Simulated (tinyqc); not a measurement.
# Worked calculation: planar ballistic transistor, top-of-the-barrier model

Numbers from tinyqc (`OMP_NUM_THREADS=1 python tinyqc.py 2400104 2400105 out.jsonl`; about 0.01 s on one thread of a shared Intel Xeon 2.30GHz). Printed values are rounded.

At the top of the source barrier, states moving towards the drain are filled by the source (Fermi level 0) and states moving back by the drain (Fermi level -q Vd); nothing scatters. U is the shift of the band edge there, set by the capacitances CG, CD and CS (the total) and by the charge. Parabolic two-dimensional band; the source is grounded.

Inputs (values chosen for the exercise); mass and valleys close to those of indium arsenide:
```
symbol,value,unit,meaning
T,400,K,temperature
m,0.0294,m0,effective mass
gv,1,,valley degeneracy
eox,3.9,,relative permittivity of the gate insulator
tox,2.8,nm,insulator thickness
aG,0.89,,gate control CG/CS
aD,0.09,,drain control CD/CS
E0,0.35,eV,band edge at the barrier top above the source Fermi level at zero bias
Vg,0.21,V,gate voltage
Vd,0.5,V,drain voltage
```

Constants: q = 1.602176634e-19 C, kB = 1.380649e-23 J/K, hbar = 1.054571817e-34 J s, m0 = 9.1093837015e-31 kg, Vt = kB T/q, eps0 = 8.8541878128e-14 F/cm where lengths are in cm. Results are converted to the units shown.

## Density of states, capacitances and charge at zero bias

N0 = gv m kB T/(pi hbar^2), CG = eps0 eox/tox, vT = sqrt(2 kB T/(pi m)), CS = CG/aG, n0 = n at U = 0 and Vd = 0. eta1 = -(E0 + U)/Vt, eta2 = eta1 - Vd/Vt, n = (N0/2)[F_0(eta1) + F_0(eta2)], F_0(x) = ln(1 + exp x). UL = -(aG Vg + aD Vd).

N0 = 4.233284e11 cm^-2
CG = 1.233262 uF/cm^2
CS = 1.385687 uF/cm^2
n0 = 1.647643e7 cm^-2
UL = -0.2319 eV

## Iteration 1: self-consistent potential at the barrier top

U at the start (U = UL) = -0.2319 eV

eta1 = -(E0 + U)/Vt, eta2 = eta1 - Vd/Vt, n = (N0/2)[F_0(eta1) + F_0(eta2)], F_0(x) = ln(1 + exp x). U(out) = UL + q (n - n0)/CS. Newton step: U(new) = U + (U(out) - U)/(1 + CQ/CS), CQ = (q/Vt) dn/d(eta1) with both F' summed; F_0'(x) = 1/(1 + exp(-x)).

eta1 = -3.426234
eta2 = -17.93188
n = 6.771543e9 cm^-2
U(out) = -0.2311190 eV
CQ = 0.03097681 uF/cm^2
U after iteration 1 = -0.2311360 eV

## Iteration 2: self-consistent potential at the barrier top

As before.

eta1 = -3.448398
eta2 = -17.95405
n = 6.625411e9 cm^-2
U(out) = -0.2311359 eV
CQ = 0.03031873 uF/cm^2
U after iteration 2 = -0.2311359 eV

## Course of the iteration: self-consistent potential at the barrier top

Stop when U changes by less than 1e-9 eV, or after 90 iterations.

Course of the iteration:
```
iteration      U (eV)  |change| (eV)
1          -0.2311360        7.64e-4
2          -0.2311359        1.78e-7
3          -0.2311359       9.55e-15
```

Converged in 3 iterations. The change falls from 7.6e-4 in the first iteration to below the tolerance in the last.

## Current, mean velocity and share of the gate voltage

converged U = -0.2311359 eV

N0 = gv m kB T/(pi hbar^2), CG = eps0 eox/tox, vT = sqrt(2 kB T/(pi m)), CS = CG/aG, n0 = n at U = 0 and Vd = 0. eta1 = -(E0 + U)/Vt, eta2 = eta1 - Vd/Vt, n = (N0/2)[F_0(eta1) + F_0(eta2)], F_0(x) = ln(1 + exp x). I = q (N0/2) vT [F_(1/2)(eta1) - F_(1/2)(eta2)] per width, F_(1/2)(x) = (2/sqrt(pi)) int_0^infinity u^(1/2)/(1 + exp(u - x)) du. Mean velocity I/(q n). CQ = (q/Vt) dn/d(eta1); the band edge follows the gate as -dU/dVg = aG/(1 + CQ/CS).

eta1 = -3.448403
n = 6.625377e9 cm^-2
I = 3.863694 uA/um
mean velocity = 3.639835e7 cm/s
CQ = 0.03031858 uF/cm^2
-dU/dVg = 0.8709439 eV/V

The carriers from the source are non-degenerate (eta1 = -3.45), and the mean velocity is 1.00 times vT = sqrt(2 kB T/(pi m)) = 3.62e7 cm/s.
